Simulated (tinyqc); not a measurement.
From results back to parameters: spherical quantum dot. Three cases, with inputs chosen for the exercise.

Problem. The 1s level was computed from a hidden barrier height.

A sphere of radius R, isotropic masses, c = hbar^2/2m0, k = sqrt(mw E/c), kappa = sqrt(mb (V0 - E)/c). State n l is the spherical Bessel function j_l(k r) inside and k_l(kappa r) outside; psi and psi'/m are continuous: (k/mw) j_l'(kR)/j_l(kR) = (kappa/mb) k_l'(kappa R)/k_l(kappa R). For l = 0 this reads kR cot(kR) = 1 - (mw/mb)(1 + kappa R).

Constants: hbar^2/2m0 = 3.80998211 eV angstrom^2.

Case 1.

Values chosen (out of a larger set: near those of a non-polar GaN dot in AlN; not measured data): R = 14 angstrom (radius); mw = 0.202 m0 (mass inside); mb = 0.333 m0 (mass outside).

E(1s) = 0.5424222 eV

Case 2.

Values chosen (out of a larger set: near those of an InGaAs dot in InAlAs; not measured data): R = 56 angstrom (radius); mw = 0.0407 m0 (mass inside); mb = 0.0752 m0 (mass outside).

E(1s) = 0.1581387 eV

Case 3.

Values chosen (out of a larger set: near those of an InGaAs dot in InP; not measured data): R = 158 angstrom (radius); mw = 0.0409 m0 (mass inside); mb = 0.0834 m0 (mass outside).

E(1s) = 0.0258847 eV

Find: k R; kappa R; V0.

Solution. kappa R = (mb/mw)(1 - kR cot kR) - 1, and V0 = E + c kappa^2/mb.

Case 1.

k R = 2.3742
kappa R = 4.706
V0 = 1.835 eV

Case 2.

k R = 2.3017
kappa R = 4.660
V0 = 0.509 eV

Case 3.

k R = 2.6338
kappa R = 10.690
V0 = 0.235 eV

Computed by tinyqc, one run a case: `OMP_NUM_THREADS=1 python tinyqc.py N N+1 out.jsonl` with N = 1281989, 1282083, 1282280; one thread of a shared Intel(R) Xeon(R) Processor @ 2.30GHz, about 0.03 s a run at most.
